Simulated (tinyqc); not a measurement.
## Inductance and parasitic capacitance from two readings

Inverse problem. A loss-free coil L in parallel with C shows the apparent inductance L/(1 - w^2 L C), w = 2 pi f. Find L, C and the self-resonance 1/(2 pi sqrt(L C)).

apparent inductance at 2.3 and 3.5 GHz (nH): [7.2483934, 12.459514]

Answer. The inverse of the reading is 1/L - w^2 C, a straight line in w^2.

L = 5.50 nH
C = 210 fF
self-resonance = 4.68 GHz

Computed by the program tinyqc: `OMP_NUM_THREADS=1 python tinyqc.py 2302089 2302090 out.jsonl`, one thread of a shared Intel Xeon 2.30GHz, about 0.01 s for the whole run.
